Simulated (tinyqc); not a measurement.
Inside a calculation: shallow acceptor in the spherical four-band model. Values are carried at full precision from step to step, so a last printed digit may differ when a step is redone from the rounded ones.

Units Ry* = Ry/(g1 eps^2) and a* = a0 eps g1; mu = (6 g3 + 4 g2)/(5 g1) is the spherical heavy-light coupling and delta = (g3 - g2)/g1 the cubic term, which is left out.

Constants: Ry = 13.60569312 eV; a0 (Bohr radius) = 0.5291772105 angstrom.

Parameters, chosen for this exercise (near those of a shallow acceptor in GaSb; not measured data): g1 = 13.49 (Luttinger gamma1); g2 = 4.71 (gamma2); g3 = 5.96 (gamma3); eps = 15.4 (dielectric constant); al = (0.541, 3.25, 19.5) 1/a*^2 (exponents a_i, the same for f and g); Dso = 0.745 eV (spin-orbit splitting).

## Units and couplings

Give Ry*, a*, mu, delta and the spherical masses 1/(g1 (1 -/+ mu)).

Ry* = 4.253 meV
a* = 109.93 angstrom
mu = 0.80949
delta = 0.0927

heavy and light mass (m0): 0.3891  0.0410

A hydrogen model with the heavy mass would bind by Ry*/(1 - mu) = 22.3 meV and with the light mass by 2.4 meV. delta/mu = 0.11: the cubic term is a modest correction.

## Matrices in a small basis

The ground state 1S3/2 has an L = 0 part f(r) and an L = 2 part g(r). In units of Ry* and a*, with Gaussians f_i = exp(-a_i r^2), g_i = r^2 exp(-a_i r^2), A = a_i + a_j and I(n) = Gamma((n + 1)/2)/(2 A^((n + 1)/2)): S_ff = I(2), S_gg = I(6), H_ff = (6 a_i a_j/A) I(2) - 2 I(1), H_gg = (14 a_i a_j/A) I(6) - 2 I(5), H_fg = -mu [15 I(2) - 20 a_j I(4) + 4 a_j^2 I(6)]; each function is then normalised. The split-off band is left out.

Form S and H.

S:
```
        f1      f2      f3      g1      g2      g3
f1  1.0000  0.5851  0.1845       0       0       0
f2  0.5851  1.0000  0.5855       0       0       0
f3  0.1845  0.5855  1.0000       0       0       0
g1       0       0       0  1.0000  0.2863  0.0194
g2       0       0       0  0.2863  1.0000  0.2868
g3       0       0       0  0.0194  0.2868  1.0000
```

H (Ry*):
```
         f1        f2        f3       g1        g2        g3
f1  -0.7245   -0.9427   -1.2815  -1.6961   -0.4856   -0.0329
f2  -0.9427    3.9964    3.4837  -2.9174  -10.1892   -2.9219
f3  -1.2815    3.4837   44.4065  -1.1853  -17.5314  -61.1351
g1  -1.6961   -2.9174   -1.1853   2.5350    1.1881    0.0384
g2  -0.4856  -10.1892  -17.5314   1.1881   19.6814    9.5376
g3  -0.0329   -2.9219  -61.1351   0.0384    9.5376  128.9835
```

## Ground state in the small basis

Solve H u = E S u for the lowest level of the acceptor; the first half of the basis is L = 0 and the second L = 2. Give E, E without the f-g block, and the L = 2 weight u_g S_gg u_g with u S u = 1.

E = -2.486 Ry*
E without coupling = -0.786 Ry*
L = 2 weight = 0.283

Without the coupling the exact value is -1, which this basis, tuned to the compact coupled state, misses by 0.214. The coupling to L = 2 takes the level to 2.49 times that exact value.

## Converged result

Converged values use 22 exponents 2.2^i, i = -7 to 14, for f and for g.
Ground and next level of the same symmetry, L = 2 weight and mean radius.

1S3/2 and 2S3/2 (Ry*): -2.689  -0.808

binding energies (meV): 11.4  3.4

L = 2 weight = 0.306
<r> = 68.4 angstrom

The small basis reaches 92 % of the binding. The ratio 1S/2S is 3.33 (4 for hydrogen). The binding is 0.02 of Dso, so leaving out the split-off band is safe.

## Checks

- Level at mu = 0 against -1 Ry*: both -1.0000.
- Ground level from a second, denser basis, Ry*: both -2.689.

Program tinyqc; command `OMP_NUM_THREADS=1 python tinyqc.py 1281253 1281254 out.jsonl`; about 0.04 s on one thread of a shared Intel(R) Xeon(R) Processor @ 2.30GHz.
